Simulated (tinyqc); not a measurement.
## Trapped share and trap depth from dynamic on-resistance

Question. Traps remove the share ft of the electrons in the drain access (length Ld, sheet resistance Rsh before stress), so Ron grows by Rsh Ld ft/(1 - ft). The recovery time goes as T^(-2) exp(q Ea/(kB T)). Find ft and Ea.

Inputs (values chosen for the exercise): drain access length Ld = 2 um.

Constants: q = 1.602176634e-19 C, kB = 1.380649e-23 J/K. Results are converted to the units shown.

Ron before and just after an off-state stress (ohm mm): [3.9172681, 4.1095751]
Rsh = 590.65728 ohm
recovery times at 320 and 410 K (s): [0.077, 1.0214238e-4]

Solution. The rise of Ron over Rsh Ld is ft/(1 - ft); ln(t T^2) is linear in 1/T.

ft = 0.140
Ea = 0.770 eV

Numbers from tinyqc (`OMP_NUM_THREADS=1 python tinyqc.py 2570046 2570047 out.jsonl`; about 0.01 s on one thread of a shared Intel Xeon 2.30GHz).
